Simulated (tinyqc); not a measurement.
## Doping from the body effect

Problem. The threshold of a long MOSFET, counted against the source, shifts by gamma (sqrt(2 phiF + Vsb) - sqrt(2 phiF)) with gamma = sqrt(2 eps0 eps_r q N)/Cox. Find 2 phiF, gamma and N from two shifts.

Values chosen for this exercise:
```
symbol,value,unit,meaning
eps_r,12.8,,relative permittivity
```

Constants: q = 1.602176634e-19 C, eps0 = 8.8541878128e-14 F/cm where lengths are in cm. Results are converted to the units shown.

|VT - VT(0)| at source-body biases 1 and 2.7 V (V): [0.10934131, 0.23982407]
Cox = 0.26562563 uF/cm^2

Answer. The ratio of the shifts depends on 2 phiF alone and rises steadily with it, so it fixes 2 phiF; either shift then gives gamma, and gamma gives N.

2 phiF = 0.840 V
gamma = 0.249 V^0.5
N = 1.20e16 cm^-3

Program tinyqc, `OMP_NUM_THREADS=1 python tinyqc.py 2060162 2060163 out.jsonl`; Intel Xeon 2.30GHz, shared host, one thread, about 0.01 s.
